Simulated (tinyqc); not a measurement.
From results to parameters: Luttinger model of the valence bands. Computed by the program tinyqc.

Problem. In the four-band Luttinger model 1/m = g1 -/+ 2 g2 along [100] and g1 -/+ 2 g3 along [111]. Find g1, g2, g3 and the light hole mass along [111].

heavy and light hole masses along [100] (electron masses): 0.264550  0.075188
heavy hole mass along [111] = 0.342466 electron masses

Solution. The mean of the two inverse masses along [100] is g1 and a quarter of their difference is g2; g3 = (g1 - 1/m_hh[111])/2.

g1, g2, g3: 8.5400  2.3800  2.8100
light hole mass along [111] = 0.0706 electron masses
